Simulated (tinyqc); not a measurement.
# Abrupt p-n junction, non-linear Poisson equation by Newton steps: two studies

One dimension, p side on the left, n side on the right; net doping C = -Na for x < 0 and +Nd for x > 0. The potential psi is counted from the intrinsic level, and the quasi-Fermi potentials are flat: 0 for holes and -V for electrons, so n = ni exp((psi + V)/Vt) and p = ni exp(-psi/Vt) (Boltzmann statistics, full ionisation, no current).

Values chosen for this exercise; band and dielectric values close to those of cadmium telluride:
```
symbol,value,unit,meaning
T,300,K,temperature
Eg,1.52,eV,band gap
eps_r,10.1,,relative permittivity
Nc,8.02e17,cm^-3,conduction-band density of states at T
Nv,1.8e19,cm^-3,valence-band density of states at T
Na,4e15,cm^-3,acceptor density of the p side
Nd,3.6e17,cm^-3,donor density of the n side
V,0,V,bias of the p side against the n side
```

Constants: q = 1.602176634e-19 C, kB = 1.380649e-23 J/K, Vt = kB T/q, eps0 = 8.8541878128e-14 F/cm where lengths are in cm. Results are converted to the units shown.

Each table varies one quantity; the others keep the values above.

## Capacitance and field against bias

The Poisson equation d/dx(eps0 eps_r dpsi/dx) = -q (p - n + C) is solved on a mesh of more than 1000 nodes that ends in neutral material (psi_p = -Vt ln(Na/ni), psi_n = Vt ln(Nd/ni) - V). C_j = q d/dV of the integral of p over x, from the linearised equation. ni = sqrt(Nc Nv) exp(-Eg/(2 Vt)), Eg in volts. Depletion approximation: Vbi = Vt ln(Na Nd/ni^2), W = sqrt(2 eps0 eps_r (Vbi - V)(1/Na + 1/Nd)/q), xp = W Nd/(Na + Nd), xn = W Na/(Na + Nd), peak field 2 (Vbi - V)/W, capacitance eps0 eps_r/W. The last column applies it to an abrupt Na-Nd junction.

Capacitance and field against bias:
```
V (V),peak |E| (kV/cm),C_j (nF/cm^2),1/C_j^2 (cm^4/uF^2),eps0 eps_r/C_j (nm),abrupt depletion C (nF/cm^2)
0,49.72,15.29,4276,584.8,14.87
-0.25,52.47,13.91,5170,643.0,13.60
-0.5,55.15,12.85,6061,696.2,12.61
-0.75,57.76,12.00,6950,745.5,11.81
-1,60.31,11.30,7837,791.7,11.14
-1.25,62.80,10.71,8724,835.3,10.58
-1.5,65.23,10.20,9610,876.7,10.09
-1.75,67.61,9.761,1.050e4,916.1,9.668
-2,69.93,9.374,1.138e4,954.0,9.293
```

Read the table: what changes, and by how much?

With V going from 0 to -2 V, C_j falls from 15.3 to 9.37 nF/cm^2 and the peak field rises from 49.7 to 69.9 kV/cm. The slope of 1/C_j^2, read as N = 2/(q eps0 eps_r |slope|), gives 3.91e15 cm^-3 between the first two rows and 3.94e15 cm^-3 between the last two, against Na Nd/(Na + Nd) = 3.96e15 cm^-3; the slopes of all rows agree within 1 %, as for uniform doping at both edges. At the end C_j goes as (Vbi - V)^(-0.51) with Vbi = 1.28 V, and it is 0.87 % above the abrupt depletion formula (at the first row 2.8 % above it).

## Convergence with the mesh

Uniform meshes of N intervals over 1364.2 nm, nodes at x_i = (i - j - 1/2) h, i = 0..N, so that the junction lies midway between nodes j and j + 1; end nodes fixed at psi_p and psi_n; box-integrated Poisson equation eps0 eps_r (psi_(i+1) - 2 psi_i + psi_(i-1))/h + q h (p - n + C) = 0. The peak field is the largest (psi_(i+1) - psi_i)/h; LD = sqrt(eps0 eps_r Vt/(q N)) of the heavier side. Errors are against E_j. Exact first integral for an abrupt junction with thick neutral sides: psi_p = -Vt ln(Na/ni), psi_n = Vt ln(Nd/ni) - V, psi_j = (Nd psi_n + Na psi_p - Vt (Nd - Na))/(Na + Nd) at the junction, n_j = ni exp((psi_j + V)/Vt), p_j = ni exp(-psi_j/Vt), and E_j^2 = (2 q/(eps0 eps_r)) [Nd (psi_n - psi_j - Vt) + Vt (n_j + p_j)] (minority densities of the neutral sides neglected).

Convergence with the mesh:
```
N,h (nm),h/LD,j,peak field (kV/cm),error (%)
40,34.10,5.387,38,41.81,-15.9
80,17.05,2.693,76,45.32,-8.82
160,8.526,1.347,153,48.21,-3.02
320,4.263,0.6734,307,49.29,-0.835
640,2.132,0.3367,614,49.60,-0.215
1280,1.066,0.1683,1229,49.68,-0.0542
```

The error goes from -16 % at N = 40 to -0.054 % at N = 1280. Over the last doubling it shrinks by a factor of 4.0, close to the 4 of a second-order scheme. It first drops below 1 % at N = 320, where h is 0.67 Debye lengths.

tinyqc, about 0.02 s, one thread, Intel Xeon 2.30GHz (shared host): `OMP_NUM_THREADS=1 python tinyqc.py 2000119 2000120 out.jsonl`
